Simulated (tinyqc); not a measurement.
# Worked calculation: undoped symmetric double-gate MOSFET, analytic potential model

Program tinyqc, `OMP_NUM_THREADS=1 python tinyqc.py 2440102 2440103 out.jsonl`; Intel Xeon 2.30GHz, shared host, one thread, about 0.02 s. Printed values are rounded.

An undoped body of thickness ts between two equal insulators and tied gates; long channel, electrons only, n = ni exp((psi - V)/Vt) with V the quasi-Fermi potential (0 at the source, Vd at the drain), constant mobility, no quantisation. Across the body psi(x) = V - 2 Vt ln[(ts/(2 beta)) sqrt(q ni/(2 eps0 eps_r Vt)) cos(2 beta x/ts)], x from the centre. Q is the electron charge per area of the whole body.

Values chosen for this exercise; material values close to those of silicon: temperature T = 350 K; band gap Eg = 1.12 eV; relative permittivity of the semiconductor eps_r = 11.5; conduction-band density of states at T Nc = 3.47e19 cm^-3; valence-band density of states at T Nv = 3.29e19 cm^-3; relative permittivity of the gate insulator eox = 9.41; insulator thickness tox = 6.8 nm; body thickness ts = 8 nm; gate work function less that of the intrinsic body dphi = 0.18 V; channel mobility mu = 150 cm^2/(V s); gate length L = 2 um; gate voltage Vg = 0.79 V; drain voltage Vd = 0.1 V.

Constants: q = 1.602176634e-19 C, kB = 1.380649e-23 J/K, Vt = kB T/q, eps0 = 8.8541878128e-14 F/cm where lengths are in cm. Results are converted to the units shown.

## Constants of the body

ni = sqrt(Nc Nv) exp(-Eg/(2 Vt)), Eg in volts; r = eps_r tox/(eox ts); V0 = dphi + 2 Vt ln[(2/ts) sqrt(2 eps0 eps_r Vt/(q ni))].

ni = 2.918217e11 cm^-3
r = 1.038789
V0 = 0.6601857 V

## Iteration 1: beta at the source by Newton steps in z = ln(tan beta)

z at the start = -1

With V = 0, t = exp(z), beta = arctan(t): f = ln(beta) + (1/2) ln(1 + t^2) + 2 r beta t - (Vg - V0)/(2 Vt); with c = t/(1 + t^2), df/dz = c/beta + t c + 2 r t (c + beta); z(new) = z - f/(df/dz).

beta = 0.3525134
f = -2.861824
df/dz = 1.555472
z after iteration 1 = 0.8398423

## Iteration 2: beta at the source by Newton steps in z = ln(tan beta)

As before.

beta = 1.163198
f = 4.521373
df/dz = 8.503773
z after iteration 2 = 0.3081521

## Course of the iteration: beta at the source by Newton steps in z = ln(tan beta)

Stop when z changes by less than 1e-11, or after 60 iterations.

Course of the iteration:
```
iteration          z  |change|
1          0.8398423      1.84
2          0.3081521     0.532
3          0.1226789     0.185
4          0.1037343    0.0189
5          0.1035544   1.80e-4
6          0.1035544   1.60e-8
7          0.1035544   < 1e-12
```

Converged in 7 iterations. At the end the number of correct digits about doubles with each step.

## Charges and drain current

beta_s = 0.8370831
beta_d = 0.5928827

beta (between 0 and pi/2) solves (Vg - V0 - V)/(2 Vt) = ln(beta) - ln(cos beta) + 2 r beta tan(beta). Q = 8 eps0 eps_r Vt beta tan(beta)/ts; I = mu (1/L)(4 eps0 eps_r/ts)(2 Vt)^2 [g(beta_s) - g(beta_d)] per width, g = beta tan(beta) - beta^2/2 + r beta^2 tan^2(beta), with beta_s at V = 0 and beta_d at V = Vd.

Qs = 285.1210 nC/cm^2
Qd = 122.6727 nC/cm^2
g(beta_s) = 1.473446
g(beta_d) = 0.3894408
I = 1.506091 uA/um

The term r beta^2 tan^2(beta), which gives the square law, makes up 60.8 % of g at the source.

## Potential and electron density across the body at the source

x/ts, point 0 to 6: [0, 0.1, 0.2, 0.3, 0.4, 0.45, 0.5]

psi(x) as above with V = 0 and beta = beta_s; n = ni exp(psi/Vt).

psi, point 0 to 6 (V): [0.4694586, 0.4703080, 0.4729052, 0.4774100, 0.4841354, 0.4884933, 0.4936491]
n, point 0 to 6 (cm^-3): [1.678898e18, 1.726848e18, 1.882142e18, 2.185339e18, 2.731243e18, 3.155814e18, 3.744138e18]

The density at the surface is 2.23 times that at the centre (1/cos^2 beta).
